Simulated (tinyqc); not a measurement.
Correction of a charged-defect supercell by a model charge and potential alignment (plane-averaged potentials): one step, computed by the program tinyqc.

The "true" defect charge is (1 - x) q in a Gaussian of width sigma plus x q in one of width sigma_t, so the exact answer is known; the correction sees only a single model Gaussian of width sigma_m. A Gaussian of width s has the transform rho(G) = exp(-G^2 s^2/2), normalised to 1. A uniform background cancels q, so G = 0 is left out. Potentials are those felt by a unit positive charge. E_0 is the formation energy of the isolated defect, E_cell its value in the supercell, E_lat = E_iso - E_per of the model charge, C the true less the model potential far from the defect; the exact correction is E_0 - E_cell, and the error of a scheme is E_cell plus its correction less E_0.

Problem. Alignment and corrected energy. Plane-averaged potential at distance z from the defect: V(z) = (4 pi q/(eps L^3)) (e^2/(4 pi eps_0 e)) sum_(m != 0) rho(G_m) cos(G_m z)/G_m^2, G_m = 2 pi m/L, |m| <= 40. C = difference at z = L/2; E_corr = E_cell + E_lat - q C. For charges that have died out at L/2, C = (2 pi q/(eps L^3)) (e^2/(4 pi eps_0 e)) (<s^2> - sigma_m^2), <s^2> = (1 - x) sigma^2 + x sigma_t^2.

Inputs (values chosen for the exercise, with screening close to that of SiO2):
```
quantity                                     value      unit
defect charge q                                 -2         e
dielectric constant eps                       3.89         -
edge of the cubic cell L                      15.2  angstrom
width sigma of the true defect charge          1.4  angstrom
width sigma_m of the model charge             0.99  angstrom
share x of the charge in a wide tail          0.28         -
width sigma_t of the tail                      2.6  angstrom
formation energy of the isolated defect E_0   1.27        eV
```

E_cell = -0.02443327 eV

E_lat = 1.355989 eV

point-charge value = 1.381953 eV

Constants: e^2/(4 pi eps_0) = 14.39964548 eV angstrom.

Give: alignment C; C, closed form; E_corr; error with alignment (rounded to 1e-4 meV); error without alignment; error with the point-charge term alone; error without correction.

Solution.

alignment C = -0.0305 V

C, closed form = -0.0308 V

E_corr = 1.27 eV

error with alignment (rounded to 1e-4 meV) = 0.578 meV

error without alignment = 61.6 meV

error with the point-charge term alone = 87.5 meV

error without correction = -1294 meV

Errors are measured against E_0. Alignment cuts the error of the model charge from 62 to 0.58 meV.
